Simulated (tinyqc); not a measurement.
The decay curve: photoconductance decay in a wafer: bulk and surface recombination modes, and iron detection by pair splitting. Computed by tinyqc, a small Python program. Command: `OMP_NUM_THREADS=1 python tinyqc.py 3112938 3112939 out.jsonl pcd walk`. One thread of a shared host (Intel(R) Xeon(R) Processor @ 2.30GHz), about 0.01 s of CPU time with the checks.

Both faces of the wafer have the same S; injection is low and all coefficients are constant. x runs from -W/2 to W/2.

Inputs (values chosen for the exercise, modelled on p-type silicon):
```
quantity,value,unit
thickness W,300,micrometre
diffusivity D,29.2,cm^2/s
bulk lifetime tau_b without iron,12,microsecond
surface recombination velocity S,2.4,cm/s
absorption coefficient alpha,1000,1/cm
```

Method:
- Even modes cos(a x) obey b tan b = S W/(2 D) with b = a W/2, odd modes sin(a x) obey -b cot b = S W/(2 D); each decays at the rate 1/tau_b + D a^2.
- tau_eff is the decay time of the first mode. The surface time is 1/(D a^2) of that mode; shortcuts for it are W/(2 S), W^2/(pi^2 D) and their sum, whose error is sum/surface time - 1.
- Light from one face makes n(x, 0) proportional to exp(-alpha (x + W/2)). Only even modes carry the thickness average: weight c_n = [sin b/b] int n cos(a x) dx / (int cos^2(a x) dx x mean n), with int exp(-alpha (x + W/2)) cos(a x) dx = [alpha cos b (1 - E) + a sin b (1 + E)]/(alpha^2 + a^2), E = exp(-alpha W), and int cos^2 = W/2 + sin(2 b)/(2 a).
- Mean density = sum_n c_n exp(-t/tau_n) over 60 modes; the local decay time is -1/(d ln n/dt).

W^2/(pi^2 D) = 3.12291 microsecond

tau_eff = 11.9770 microsecond

Decay:
```
t / (W^2/(pi^2 D)),t (microsecond),mean density/start,local decay time (microsecond)
0.02,0.0625,0.99474,11.881
0.05,0.1561,0.98694,11.917
0.10,0.3123,0.97410,11.939
0.20,0.6246,0.94897,11.956
0.50,1.5615,0.87750,11.971
1.00,3.1229,0.77023,11.976
2.00,6.2458,0.59344,11.977
```

What does the comparison show, and why?

The local decay time goes from 11.9 to 12.0 microsecond against tau_eff = 12.0. Higher modes matter little here.
